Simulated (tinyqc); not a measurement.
Inside a calculation. Method: sp3 tight binding, zinc-blende lattice. Computed by tinyqc, a small Python program that keeps every step. Command: `OMP_NUM_THREADS=1 python tinyqc.py 20943 20944 out.jsonl` (the two numbers bound the seeds that draw the settings). One thread of a shared host (Intel(R) Xeon(R) Processor @ 2.60GHz), about 0.01 s of CPU time with the checks.

## Bloch Hamiltonian at k

Parameters chosen for this model: zinc-blende lattice, anion at 0, cation at a/4 (1,1,1); V = eta hbar^2 / (m d^2), hbar^2/m = 7.619964 eV angstrom^2:
```
parameter          value      unit
a               6.170000  angstrom
d               2.671688  angstrom
Es anion      -12.150000        eV
Ep anion       -6.200000        eV
Es cation     -12.150000        eV
Ep cation      -6.200000        eV
eta ss         -1.510000
eta sp          1.800000
eta pp sigma    2.820000
eta pp pi      -0.890000
V ss           -1.611975        eV
V sp            1.921559        eV
V pp sigma      3.010443        eV
V pp pi        -0.950104        eV
```

k point k (2 pi / a): [0.73000, 0.69000, 0.73000]

Slater-Koster rules over the four bonds with direction cosines (l, m, n): ss V_ss; s-px l V_sp; px-s -l V_sp; px-px l^2 V_pps + (1 - l^2) V_ppp; px-py l m (V_pps - V_ppp); each times exp(i k.d).

H(k) at k (eV), order a s, a px, a py, a pz, c s, c px, c py, c pz:
$$\begin{pmatrix}
-12.15000 & 0.00000 & 0.00000 & 0.00000 & -0.51094+4.73344i & -1.47091+0.77881i & -1.72486+0.66414i & -1.47091+0.77881i \\
0.00000 & -6.20000 & 0.00000 & 0.00000 & 1.47091-0.77881i & 0.11730-1.08671i & -1.75036+0.92677i & -2.05256+0.79032i \\
0.00000 & 0.00000 & -6.20000 & 0.00000 & 1.72486-0.66414i & -1.75036+0.92677i & 0.11730-1.08671i & -1.75036+0.92677i \\
0.00000 & 0.00000 & 0.00000 & -6.20000 & 1.47091-0.77881i & -2.05256+0.79032i & -1.75036+0.92677i & 0.11730-1.08671i \\
-0.51094-4.73344i & 1.47091+0.77881i & 1.72486+0.66414i & 1.47091+0.77881i & -12.15000 & 0.00000 & 0.00000 & 0.00000 \\
-1.47091-0.77881i & 0.11730+1.08671i & -1.75036-0.92677i & -2.05256-0.79032i & 0.00000 & -6.20000 & 0.00000 & 0.00000 \\
-1.72486-0.66414i & -1.75036-0.92677i & 0.11730+1.08671i & -1.75036-0.92677i & 0.00000 & 0.00000 & -6.20000 & 0.00000 \\
-1.47091-0.77881i & -2.05256-0.79032i & -1.75036-0.92677i & 0.11730+1.08671i & 0.00000 & 0.00000 & 0.00000 & -6.20000
\end{pmatrix}$$

## Levels at k

Diagonalise the Hermitian matrix.

eigenvalues (eV): [-17.58826, -11.60692, -9.06906, -8.93551, -5.68349, -3.48485, -3.33094, -1.80097]

weights |c|^2 of the basis functions, order a s, a px, a py, a pz, c s, c px, c py, c pz:
$$\begin{pmatrix}
0.47332 & 0.16436 & 0.00000 & 0.00182 & 0.32227 & 0.00041 & 0.00000 & 0.03782 \\
0.00802 & 0.11322 & 0.25000 & 0.08364 & 0.06147 & 0.07555 & 0.25000 & 0.15810 \\
0.01063 & 0.10920 & 0.00000 & 0.33090 & 0.05478 & 0.34849 & 0.00000 & 0.14599 \\
0.00802 & 0.11322 & 0.25000 & 0.08364 & 0.06147 & 0.07555 & 0.25000 & 0.15810 \\
0.47332 & 0.16436 & 0.00000 & 0.00182 & 0.32227 & 0.00041 & 0.00000 & 0.03782 \\
0.00802 & 0.11322 & 0.25000 & 0.08364 & 0.06147 & 0.07555 & 0.25000 & 0.15810 \\
0.01063 & 0.10920 & 0.00000 & 0.33090 & 0.05478 & 0.34849 & 0.00000 & 0.14599 \\
0.00802 & 0.11322 & 0.25000 & 0.08364 & 0.06147 & 0.07555 & 0.25000 & 0.15810
\end{pmatrix}$$

## Bloch Hamiltonian at G

k point G (2 pi / a): [0, 0, 0]

As before.

H(k) at G (eV), order a s, a px, a py, a pz, c s, c px, c py, c pz:
$$\begin{pmatrix}
-12.15000 & 0.00000 & 0.00000 & 0.00000 & -6.44790 & 0.00000 & 0.00000 & 0.00000 \\
0.00000 & -6.20000 & 0.00000 & 0.00000 & 0.00000 & 1.48031 & 0.00000 & 0.00000 \\
0.00000 & 0.00000 & -6.20000 & 0.00000 & 0.00000 & 0.00000 & 1.48031 & 0.00000 \\
0.00000 & 0.00000 & 0.00000 & -6.20000 & 0.00000 & 0.00000 & 0.00000 & 1.48031 \\
-6.44790 & 0.00000 & 0.00000 & 0.00000 & -12.15000 & 0.00000 & 0.00000 & 0.00000 \\
0.00000 & 1.48031 & 0.00000 & 0.00000 & 0.00000 & -6.20000 & 0.00000 & 0.00000 \\
0.00000 & 0.00000 & 1.48031 & 0.00000 & 0.00000 & 0.00000 & -6.20000 & 0.00000 \\
0.00000 & 0.00000 & 0.00000 & 1.48031 & 0.00000 & 0.00000 & 0.00000 & -6.20000
\end{pmatrix}$$

## Levels at G

As before.

eigenvalues (eV): [-18.59790, -7.68031, -7.68031, -7.68031, -5.70210, -4.71969, -4.71969, -4.71969]

## Bands along a path

The same steps at evenly spaced points between the labelled ones.

Bands along the path (eV):
```
k            band 1     band 2     band 3     band 4    band 5    band 6    band 7    band 8
L         -16.37745  -13.78207   -9.58052   -9.58052  -5.88455  -2.81948  -2.81948  -0.65592
L-G 0.25  -16.95397  -12.88290   -9.37415   -9.37415  -5.81394  -3.02585  -3.02585  -1.04919
L-G 0.50  -17.80281  -11.08607   -8.80953   -8.80953  -5.65107  -3.59047  -3.59047  -2.16004
L-G 0.75  -18.39153   -9.04335   -8.08255   -8.08255  -5.53317  -4.31745  -4.31745  -3.73195
G         -18.59790   -7.68031   -7.68031   -7.68031  -5.70210  -4.71969  -4.71969  -4.71969
G-X 0.25  -18.32089   -8.71232   -8.64013   -8.64013  -5.04823  -4.61856  -3.75987  -3.75987
G-X 0.50  -17.50643  -10.56129  -10.07798  -10.07798  -4.35619  -4.27609  -2.32202  -2.32202
G-X 0.75  -16.20719  -12.57588  -11.11154  -11.11154  -4.04382  -3.87310  -1.28846  -1.28846
X         -14.51760  -14.51760  -11.48073  -11.48073  -3.83240  -3.83240  -0.91927  -0.91927
X-W 0.25  -14.51760  -14.51760  -11.48073  -11.48073  -3.83240  -3.83240  -0.91927  -0.91927
X-W 0.50  -14.51760  -14.51760  -11.48073  -11.48073  -3.83240  -3.83240  -0.91927  -0.91927
X-W 0.75  -14.51760  -14.51760  -11.48073  -11.48073  -3.83240  -3.83240  -0.91927  -0.91927
W         -14.51760  -14.51760  -11.48073  -11.48073  -3.83240  -3.83240  -0.91927  -0.91927
```

With 4 band(s) filled, the highest filled level on these points lies at G and the lowest empty one at L: a gap of 1.7958 eV, indirect.
